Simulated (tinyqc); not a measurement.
# Double-gate transistor below threshold, two-dimensional Poisson equation on a small mesh: what changes with what

Half of a symmetric double-gate structure: row 0 is the mid-plane of the body, where the normal field vanishes. Mobile charge is neglected (subthreshold), the body is fully depleted, and potentials are counted from the intrinsic level; rows run upward to the gate, columns from source to drain.

Values chosen for this exercise; semiconductor permittivity made up:
```
symbol,value,unit,meaning
T,400,K,temperature
eps_r,13.9,,relative permittivity of the semiconductor
eox,3.9,,relative permittivity of the insulator
tb,6,nm,half the body thickness
tox,1.8,nm,insulator thickness
L,45,nm,channel length
Na,0,cm^-3,acceptor density of the depleted body
Vbi,0.49,V,potential of the source
Vfb,-0.06,V,gate offset
Vg,-0.1,V,gate voltage
Vd,0.3,V,drain voltage
```

Constants: q = 1.602176634e-19 C, kB = 1.380649e-23 J/K, Vt = kB T/q, eps0 = 8.8541878128e-14 F/cm where lengths are in cm. Results are converted to the units shown.

Each table varies one quantity; the others keep the values above.

## Effect of the relative permittivity of the insulator

Mesh: rows i = 0..12 in the semiconductor (step hs = tb/12, row 12 on the interface), then 8 step(s) ho = tox/8 up to the gate row 20; columns j = 0..80 (step hy = L/80). Box integration, divided by eps0: up_i = eps hy/h of the interval above row i, dn_i = that of the interval below (0 for row 0), lat_i = (sum of eps h/2 over the intervals above and below)/hy, s_i = -q Na w_i hy/eps0 with w_i the semiconductor height of the box (hs/2 for row 0 and the interface row, hs between, 0 in the insulator). Each free node obeys (up + dn + 2 lat) psi = up psi(above) + dn psi(below) + lat [psi(left) + psi(right)] + s. Fixed values: gate row Vg - Vfb; column 0 at Vbi and the last column at Vbi + Vd in the semiconductor, each running linearly to Vg - Vfb across the insulator. The system is solved directly. On row 0 the minimum of psi and its place come from a parabola through the three lowest nodes; barrier = Vbi - minimum, swing = Vt ln 10/(d psi/dVg), DIBL = (d psi/dVd)/(d psi/dVg) there. Lambda = pi/k with k the smallest positive root of tan(k tox) tan(k tb) = eox/eps_r.

Result of one run:
```
eox  L/Lambda  barrier (V)  place y/L  swing (mV/decade)  DIBL (mV/V)
8.8     2.584       0.5025     0.4723              82.90        17.31
```

What becomes of these results when the relative permittivity of the insulator eox is changed from 8.8 to 13, all else the same?

Result of the changed run:
```
eox  L/Lambda  barrier (V)  place y/L  swing (mV/decade)  DIBL (mV/V)
13      2.843       0.5111     0.4749              81.76        11.75
```

The whole series:
```
eox  L/Lambda  barrier (V)  place y/L  swing (mV/decade)  DIBL (mV/V)
3.9     1.988       0.4648     0.4639              88.27        43.61
5.9     2.294       0.4882     0.4688              84.85        26.91
8.8     2.584       0.5025     0.4723              82.90        17.31
13      2.843       0.5111     0.4749              81.76        11.75
20      3.089       0.5167     0.4769              81.03        8.180
30      3.274       0.5198     0.4782              80.64        6.237
```

As eox goes from 3.9 to 30, the barrier rises from 0.465 to 0.520 V, the swing falls from 88.3 to 80.6 mV a decade and DIBL falls from 43.6 to 6.24 mV/V; the ideal swing is 79.4. L/Lambda goes from 2.0 to 3.3.

## Refining the mesh

The mesh has 2 c steps in the semiconductor (rows from 0 up to the interface), c steps in the insulator and 8 c along the channel, each uniform. The system is solved directly; psi is read on row 0 at mid-channel.

Refining the mesh:
```
c   unknowns  psi at mid-channel (V)  d psi/dVg
1         21                 0.03280     0.8929
2         90                 0.02832     0.8995
3        207                 0.02748     0.9008
4        372                 0.02718     0.9012
6        846                 0.02697     0.9015
8       1512                 0.02690     0.9016
12      3420                 0.02684     0.9017
```

Read the table: what changes, and by how much?

psi at mid-channel goes from 0.03280 V on the coarsest mesh to 0.02684 V on the finest, a difference of 6.0 mV. d psi/dVg changes by 0.0066 from c = 1 to 2, by 0.0017 from 2 to 4 and by 4.2e-4 from 4 to 8, a ratio of 4.0 between the last two, near the 4 of a second-order scheme.

## Effect of the drain voltage

Same model as above.

Results:
```
Vd (V)  L/Lambda  barrier (V)  place y/L  swing (mV/decade)  DIBL (mV/V)
0.05       1.988       0.4755     0.4928              88.03        52.11
0.25       1.988       0.4668     0.4689              88.21        44.96
0.45       1.988       0.4592     0.4506              88.49        40.19
0.65       1.988       0.4523     0.4356              88.82        36.72
1.05       1.988       0.4401     0.4121              89.53        31.91
```

Estimate the missing row, Vd = 0.85 V.

Computed row:
```
Vd (V)  L/Lambda  barrier (V)  place y/L  swing (mV/decade)  DIBL (mV/V)
0.85       1.988       0.4460     0.4230              89.17        34.05
```

With this row back in the table: As Vd goes from 0.05 to 1.05 V, the barrier falls from 0.475 to 0.440 V, the swing rises from 88.0 to 89.5 mV a decade and DIBL falls from 52.1 to 31.9 mV/V; the ideal swing is 79.4. The barrier top moves from y/L = 0.493 to 0.412, towards the source.

Numbers from tinyqc (`OMP_NUM_THREADS=1 python tinyqc.py 2480059 2480060 out.jsonl`; about 0.09 s on one thread of a shared Intel Xeon 2.30GHz).
